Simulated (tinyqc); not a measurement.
Configuration-coordinate model of a defect: Huang-Rhys factor and luminescence line shape: one step, computed by the program tinyqc.

Ground state E_g(Q) = (1/2) omega_g^2 Q^2; excited state E_e(Q) = E_0 + (1/2) omega_e^2 (Q - dQ)^2 with omega_e = omega_g and E_0 = E_ZPL. Q is mass-weighted; the dipole does not depend on Q (Condon approximation).

Problem. Huang-Rhys factors and vertical energies. S = hbar omega dQ^2/(2 hbar^2/u) for each state; relaxation energy S hbar omega; absorption at E_0 + S_e hbar omega_e, emission at E_0 - S_g hbar omega_g; the Stokes shift is their difference.

Inputs (values chosen for the exercise, for a model defect in a wide-gap host): zero-phonon energy E_ZPL = 2.54 eV; displacement dQ = 0.5 u^(1/2) angstrom; ground-state phonon hbar omega_g = 98.4 meV.

Modes: equal frequencies in both states.

Constants: hbar^2/u = 4.18015928e-03 eV angstrom^2.

Give: S_g; S_e; relaxation energy, ground state; relaxation energy, excited state; vertical absorption energy; vertical emission energy; Stokes shift.

Solution.

S_g = 2.9425

S_e = 2.9425

relaxation energy, ground state = 0.28954 eV

relaxation energy, excited state = 0.28954 eV

vertical absorption energy = 2.8295 eV

vertical emission energy = 2.2505 eV

Stokes shift = 0.57908 eV

The coupling is intermediate: phonon replicas can be resolved beside the zero-phonon line.
